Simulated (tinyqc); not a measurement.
Keating valence-force model of a tetrahedral crystal: one step, computed by the program tinyqc. Command: `OMP_NUM_THREADS=1 python tinyqc.py 3011101 3011102 out.jsonl keating walk`. One thread of a shared host (Intel(R) Xeon(R) Processor @ 2.30GHz), about 0.02 s of CPU time with the checks.

Atom A sits at 0 and atom B at a/4 (1,1,1) of an fcc lattice; the four bonds from A are t = a/4 (1,1,1), a/4 (1,-1,-1), a/4 (-1,1,-1), a/4 (-1,-1,1), of length d = sqrt(3) a/4. Energy: E = (3 alpha/(8 d^2)) sum over bonds (r.r - d^2)^2 + (3 beta/(8 d^2)) sum over pairs of bonds at one atom (r_i.r_j + d^2/3)^2, with beta_A for the six pairs at A and beta_B for the six at B. The cell holds two atoms, Omega = a^3/4. 1 N/m = 1 J/m^2. With constants fitted to the elastic moduli this model puts optical and zone-boundary frequencies of real crystals too high, by up to about 20 % in elemental crystals and up to about 50 % in compounds, and mostly by more for TA modes; in compounds the lattice part of the static dielectric constant then comes out too low.

Task: Frequencies at q. Diagonalise the Hermitian matrix D. An eigenvalue lambda of D in eV/(angstrom^2 u) gives nu = 15.6333042 THz x sqrt(lambda). The weight on A is the sum of |e|^2 over the three components of atom A.

Structure: zinc blende.

D(q) (eV/(angstrom^2 u)):
```
                      A x                   A y                   A z                   B x
A x             0.2040334             0.0029560  0.0000000+0.0051825i            -0.0847921
A y             0.0029560             0.1828517  0.0000000+0.0007097i             0.0238512
A z  0.0000000-0.0051825i  0.0000000-0.0007097i             0.1836911  0.0000000-0.0136045i
B x            -0.0847921             0.0238512  0.0000000+0.0136045i             0.1898720
B y             0.0238512            -0.0847921  0.0000000+0.0993473i             0.0027509
B z  0.0000000+0.0136045i  0.0000000+0.0993473i            -0.0847921  0.0000000+0.0048228i

                      B y                   B z
A x             0.0238512  0.0000000-0.0136045i
A y            -0.0847921  0.0000000-0.0993473i
A z  0.0000000-0.0993473i            -0.0847921
B x             0.0027509  0.0000000-0.0048228i
B y             0.1701604  0.0000000-0.0006604i
B z  0.0000000+0.0006604i             0.1709416
```

Constants: nu for 1 eV/(angstrom^2 u) = 15.6333042 THz.

Give: frequencies; weights on atom A.

Result:

frequencies (THz): 3.180  3.344  5.230  8.207  8.738  8.768

weights on atom A: 0.4765  0.4758  0.4581  0.5403  0.5217  0.5276
